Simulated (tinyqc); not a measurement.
Hydrogen passivation and dissociation of interface defects with a spread of activation energies. Changing the spread s_f. Computed by tinyqc, a small Python program. Command: `OMP_NUM_THREADS=1 python tinyqc.py 3004103 3004104 out.jsonl passivation sweep`. One thread of a shared host (Intel(R) Xeon(R) Processor @ 2.30GHz), about 0.02 s of CPU time with the checks.

Active defects P react as P + H2 -> HP + H and HP -> P + H; released atomic hydrogen is removed. All defects start active. Activation energies are normally distributed, independently for the two reactions.

Inputs (values chosen for the exercise, for a model interface):
```
quantity                        value    unit
defect density N_0            1.7e+12   cm^-2
mean passivation energy E_f      1.51      eV
prefactor k_f0                  2e-08  cm^3/s
mean dissociation energy E_d     2.71      eV
spread s_d                      0.049      eV
prefactor k_d0                1.5e+13     1/s
dissolved hydrogen [H2]       2.3e+18   cm^-3
anneal temperature T              900       K
anneal time t                     210       s
```

Ambient: hydrogen.

Constants: k_B = 8.617333262e-05 eV/K.

Method. a = k_f0 [H2] exp(-E_f/k_B T), b = k_d0 exp(-E_d/k_B T); the active share of one kind of site is b/(a + b) + (a/(a + b)) exp(-(a + b) t). Full average: z from -5 to 5 in steps of 0.125 with normalised weights exp(-z^2/2), energy = mean + spread x z, over both energies.

One run for each value:
```
spread s_f (eV)  active share  active share, single energy
0.010               0.0000765                   6.2173e-05
0.037               0.0000850                   6.2173e-05
0.064               0.0001067                   6.2173e-05
0.091               0.0001510                   6.2173e-05
0.120               0.0002503                   6.2173e-05
0.150               0.0004819                   6.2173e-05
0.170               0.0007875                   6.2173e-05
0.200               0.0016831                   6.2173e-05
```

Describe and explain the trends.

Over the rows, active share rises from 7.65e-5 to 0.00168 (exponent d ln y / d ln x 0.081 between the first rows and 4.7 between the last); active share, single energy does not change. A wider spread leaves more sites whose passivation is slow.
